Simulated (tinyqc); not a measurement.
Inside a calculation. Model: thermal boundary conductance by the acoustic and diffuse mismatch models. Computed by tinyqc, a small Python program that keeps every step. Command: `OMP_NUM_THREADS=1 python tinyqc.py 3029942 3029943 out.jsonl kapitza walk`. One thread of a shared host (Intel(R) Xeon(R) Processor @ 2.30GHz), about 0.01 s of CPU time with the checks. Intermediate numbers are printed to about 5 digits and carried at full precision; extremes and crossings named in words are read from the listed rows.

Each side has one longitudinal and two transverse Debye branches, omega = v q up to q_D = (6 pi^2 n)^(1/3), with n counting all atoms. Scattering at the interface is elastic. Electrons are left out of G, also for metals. Melting is ignored. G refers to the temperatures of the phonons sent towards the interface. Linear branches over all atoms overstate G at high T, most for crystals with several atoms a cell.

Inputs (values chosen for the exercise, for two model solids):
```
quantity,value,unit
density rho_1,3.25,g/cm^3
longitudinal velocity vL_1,4990,m/s
transverse velocity vT_1,2430,m/s
atom density n_1,81.7,1/nm^3
conductivity kappa_1,138,W/(m K)
density rho_2,8.1,g/cm^3
longitudinal velocity vL_2,8070,m/s
transverse velocity vT_2,4500,m/s
atom density n_2,95.5,1/nm^3
conductivity kappa_2,201,W/(m K)
temperature T,500,K
thickness d_1,8.8,nm
thickness d_2,1900,nm
heat flux J,40,kW/cm^2
```

Structure: film on a substrate.

Constants: hbar = 1.054571817e-34 J s; k_B = 1.380649e-23 J/K.

## Cut-off frequencies and impedances

omega_c = v q_D for each branch, given as hbar omega_c/k_B; impedance Z = rho v.

Branches:
```
branch,v (m/s),cut-off (K),Z (1e6 kg/(m^2 s))
"L, side 1",4990,644.6,16.2175
"T, side 1",2430,313.9,7.8975
"L, side 2",8070,1098.2,65.3670
"T, side 2",4500,612.4,36.4500
```

## Acoustic mismatch: transmission of each branch

No mode conversion. t(theta) = 4 Z_1 Z_2 cos(theta_1) cos(theta_2)/N^2, with N = Z_2 cos(theta_1) + Z_1 cos(theta_2) for L (the form for pressure waves) and N = Z_1 cos(theta_1) + Z_2 cos(theta_2) for both T branches (the form for shear waves polarised along the interface); sin(theta_2) = (v_2/v_1) sin(theta_1), and t = 0 beyond the critical angle arcsin(v_1/v_2); the mean over the incoming flux is alpha = 2 int t sin(theta_1) cos(theta_1) d theta_1 (64 Gauss-Legendre points).

Transmission:
```
branch,t at normal incidence,largest angle from side 1 (deg),"alpha, 1 to 2","alpha, 2 to 1"
L,0.63707,38.195,0.19357,0.50626
T,0.58548,32.684,0.21089,0.72323
```

For L waves from side 1 the critical cone of 38 degrees bounds the transmission; the mean is 0.19 against 0.64 at normal incidence. For T waves from side 1 the critical cone of 33 degrees bounds the transmission; the mean is 0.21 against 0.59 at normal incidence.

## Diffuse mismatch: transmission at low frequency

A phonon forgets its side and branch: alpha(1 to 2) = S_2/(S_1 + S_2), S_i = 1/vL_i^2 + 2/vT_i^2.

S_1 = 3.7886e-07 s^2/m^2

S_2 = 1.1412e-07 s^2/m^2

diffuse alpha, 1 to 2 = 0.23149

## Boundary conductance

G = (k_B^4 T^3/(8 pi^2 hbar^3)) int W(x) x^4 e^x/(e^x - 1)^2 dx, x = hbar omega/(k_B T). Acoustic mismatch: W = sum over the three branches of alpha(1 to 2)/v_1^2, each up to the lower of its two cut-offs. Diffuse mismatch: W = S_1 S_2/(S_1 + S_2), where S_i sums 1/v^2 over the branches of side i still below their cut-off. Radiation limit: W = min(S_1, S_2). The integral is split at the four cut-offs (64 Gauss-Legendre points a piece, x at most 45). Boundary resistance R = 1/G and Kapitza length kappa_2/G use the diffuse value.

G, acoustic mismatch = 534.43 MW/(m^2 K)

G, diffuse mismatch = 1107.7 MW/(m^2 K)

G, radiation limit = 1481.4 MW/(m^2 K)

boundary resistance R = 0.90278 m^2 K/GW

Kapitza length in side 2 = 181.46 nm

The diffuse value is 2.07 times the acoustic one and 75 % of the radiation limit. Diffuse scattering raises G here: it ignores the impedance mismatch and lets phonons change direction and branch. Caution: at this temperature short waves carry the heat; linear branches up to q_D overstate their velocity, and inelastic processes, left out here, grow with T.

## Conductance against temperature

The formulas are those given above.

G (MW/(m^2 K)):
```
T (K),acoustic mismatch,diffuse mismatch,radiation limit
2,0.0064583,0.0071513,0.0093054
5,0.10091,0.11174,0.14540
10,0.80729,0.89392,1.1632
20,6.4556,7.1491,9.3026
40,46.985,53.401,69.585
80,185.65,259.73,341.91
150,359.71,643.55,855.89
300,492.37,992.21,1325.5
600,542.40,1129.7,1511.1
1000,554.42,1163.1,1556.1
```

All three follow T^3 at the cold end (exponent 3.00 for the diffuse model) and flatten at high T (exponent 0.06 at the hot end); the lowest cut-off is 314 K. The ratio of diffuse to acoustic goes from 1.11 to 2.10. The plateau is set by the frequencies that both sides share.

## Temperature rise through the stack

In series: Delta T = J (d_1/kappa_1 + R + d_2/kappa_2), with bulk conductivities in the layers and one-dimensional flow.

temperature drops (K): film 0.025507, interface 0.36111, substrate 3.7811

total rise Delta T = 4.1677 K

interface share of film plus interface = 0.93402

The substrate takes the largest drop, 91 % of the total. Caution: R from emitted-phonon temperatures is too large for use in series with Fourier layers, by up to a factor of about 2. Caution: layers this thin are often below the phonon free path, where bulk conductivities and independent interfaces no longer hold.

Checks made by the program: detailed balance alpha_12/v_1^2 = alpha_21/v_2^2 (relative difference below 1e-10); low-temperature limit G = pi^2 k_B^4 T^3 alpha S_1/(30 hbar^3) (relative difference below 1e-10).
